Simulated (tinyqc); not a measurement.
# Cahn-Hilliard equation on a periodic one-dimensional grid, step by step

A worked calculation. Computed by tinyqc, a small Python program that keeps every step. Command: `OMP_NUM_THREADS=1 python tinyqc.py 3030888 3030889 out.jsonl cahn walk`. One thread of a shared host (Intel(R) Xeon(R) Processor @ 2.30GHz), about 0.02 s of CPU time with the checks. Intermediate numbers are printed to about 5 digits and carried at full precision; extremes and crossings named in words are read from the listed rows.

Free energy F = h sum_j [A (c_j^2 - 1)^2/4 + (kappa/2) ((c_(j+1) - c_j)/h)^2]; dc/dt = Lap(mu), mu = A (c^3 - c) - kappa Lap(c), Lap(y)_j = (y_(j+1) - 2 y_j + y_(j-1))/h^2, mobility 1; the grid has n = 16 points.

Inputs (values chosen for the exercise, in reduced units):
```
quantity,value,unit
spacing h,1.1,-
well depth A,1.2,-
gradient coefficient kappa,0.43,-
mean composition c0,-0.39,-
noise amplitude,0.02,-
time step dt,0.41,-
end time,150,-
```

Scheme: semi-implicit Fourier.

## Linear stability

f'' = A (3 c0^2 - 1). Mode m has lambda_m = (4/h^2) sin^2(pi m/n) and the rate w_m = -lambda_m (f'' + kappa lambda_m). In the continuum the fastest wavelength is 2 pi sqrt(2 kappa/|f''|) with the rate f''^2/(4 kappa). Explicit steps near c = +-1, where f'' = 2A, are stable for dt < 2/(16 kappa/h^4 + 8 A/h^2).

f'' = -0.65244

Modes of the grid:
```
m,lambda_m,w_m
1,0.1258,0.0753
2,0.4841,0.2151
3,1.0204,0.2180
4,1.6529,-0.0964
5,2.2854,-0.7549
6,2.8217,-1.5826
7,3.1800,-2.2735
8,3.3058,-2.5423
```

fastest wavelength = 7.2137

largest rate = 0.24749

explicit limit of dt = 0.15832

3 mode(s) grow; the fastest on the grid is m = 3, while the box holds 2.44 fastest wavelengths. dt is 2.59 of the explicit limit.

## The first step

random numbers: [0.811, 0.827, 0.865, -0.549, -0.601, 0.790, -0.526, 0.079, -0.367, -0.331, 0.278, 0.335, 0.292, 0.754, 0.128, -0.599]

Start: c_j = c0 + amplitude x (z_j - mean of z). With Fourier components y_m = sum_j y_j exp(-2 pi i j m/n): c_m(new) = [c_m - dt lambda_m N_m]/(1 + dt kappa lambda_m^2), N = A (c^3 - c), lambda_m = (4/h^2) sin^2(pi m/n).

c at the start: [-0.37651, -0.37619, -0.37543, -0.40371, -0.40475, -0.37693, -0.40325, -0.39115, -0.40007, -0.39935, -0.38717, -0.38603, -0.38689, -0.37765, -0.39017, -0.40471]

mu at the start: [0.39767, 0.38739, 0.39734, 0.39582, 0.39588, 0.40729, 0.39156, 0.40504, 0.39982, 0.39872, 0.39888, 0.39492, 0.39119, 0.39628, 0.39765, 0.39092]

c after one step: [-0.37841, -0.37323, -0.37672, -0.40340, -0.40368, -0.38072, -0.39929, -0.39347, -0.40009, -0.39919, -0.38796, -0.38567, -0.38511, -0.37840, -0.39152, -0.40312]

F at the start = 3.7960

F after one step = 3.7959

## The run

Run to the end time; break off if |c| exceeds 3 or F has risen by more than 1e-9 in more than 30 steps. Domains = stretches with c > c0.

Course:
```
step,t,F,min c,max c,domains
0,0.00,3.7960,-0.40475,-0.37543,3
7,2.87,3.7956,-0.40503,-0.36285,3
18,7.38,3.7945,-0.41937,-0.33879,3
37,15.17,3.7673,-0.53501,-0.16488,3
55,22.55,3.1906,-0.86191,0.58926,2
73,29.93,2.4912,-0.96261,0.79613,2
110,45.10,2.4159,-0.93934,0.80559,2
146,59.86,2.4134,-0.94507,0.79716,2
201,82.41,2.4132,-0.94676,0.79387,2
256,104.96,2.4132,-0.94693,0.79356,2
311,127.51,2.4132,-0.94694,0.79343,2
366,150.06,2.4132,-0.94694,0.79339,2
```

c at the end: [-0.52144, 0.79339, 0.79195, -0.53008, -0.88872, -0.94020, -0.94694, -0.94694, -0.94021, -0.88874, -0.53016, 0.79191, 0.79336, -0.52150, -0.87785, -0.87784]

F at the end = 2.4132

steps in which F rose = 0

F never rises by more than 1e-9 in a step. The count of domains goes from 3 in the noise to 2 at the end, and c spans -0.947 to 0.793.

## Interfaces

Continuum wall between c = -1 and +1: c = tanh(x/w), w = sqrt(2 kappa/A), energy s = (2/3) sqrt(2 kappa A). With two walls per domain, the estimate of F at the end is 2 x domains x s. Volume fraction of the +1 phase by the lever rule: (1 + c0)/2.

wall half width w = 0.84656

wall energy s = 0.67725

estimate of F = 2.7090

volume fraction = 0.305

w/h = 0.76960

The run ends at F = 2.4132, 0.89 of the estimate: walls this close overlap, or the grid resolves them poorly. Caution: the half width of the wall is below the grid spacing, so the wall is barely resolved and feels the grid.

Checks made by the program: conservation of the mean (relative difference below 1e-10).
